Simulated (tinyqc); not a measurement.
Kinetic Monte Carlo and master equation for a particle on a ring of sites with traps and bias: one step, computed by the program tinyqc. Command: `OMP_NUM_THREADS=1 python tinyqc.py 3024333 3024334 out.jsonl kmc walk`. One thread of a shared host (Intel(R) Xeon(R) Processor @ 2.30GHz), about 0.06 s of CPU time with the checks.

5 sites on a ring, numbered 1 to 5. The saddle between i and i+1 lies at E0 + s b_i and site i at s eps_i; a force F tilts the landscape, with the saddle half-way.

Problem. Rate table. Rates: k(i to i+1) = nu exp(-(E0 + s b_i - s eps_i - F a/2)/(k_B T)), k(i to i-1) = nu exp(-(E0 + s b_(i-1) - s eps_i + F a/2)/(k_B T)). Share right = k right/(k right + k left); mean stay = 1/(k right + k left).

Inputs (values chosen for the exercise, for a model defect):

| quantity | value | unit |
|---|---|---|
| reference barrier E0 | 0.77 | eV |
| scale factor s of the disorder | 1 | - |
| attempt frequency nu | 7.7 | THz |
| temperature T | 840 | K |
| site spacing a | 3.9 | angstrom |
| force F along the ring | 0.024 | eV/angstrom |

Disorder: both.

site energies eps_i (eV): -0.16  -0.095  -0.12  0  -0.21

saddle shifts b_i between sites i and i+1 (eV): 0.093  0.051  -0.075  -0.081  0.018

Constants: k_B = 8.617333262e-05 eV/K.

Give: Rates, shares of right hops and mean stays.

Solution.

Rates, shares of right hops and mean stays:

| site | k right (1/s) | k left (1/s) | share right | mean stay (s) |
|---|---|---|---|---|
| 1 | 1.070e+07 | 8.279e+06 | 0.5639 | 5.268e-08 |
| 2 | 4.694e+07 | 7.210e+06 | 0.8668 | 1.847e-08 |
| 3 | 1.894e+08 | 9.119e+06 | 0.9541 | 5.036e-09 |
| 4 | 1.080e+09 | 2.728e+08 | 0.7983 | 7.391e-10 |
| 5 | 1.512e+07 | 1.629e+07 | 0.4814 | 3.184e-08 |

The particle stays longest on site 1, 71.3 times as long as on the quickest site.
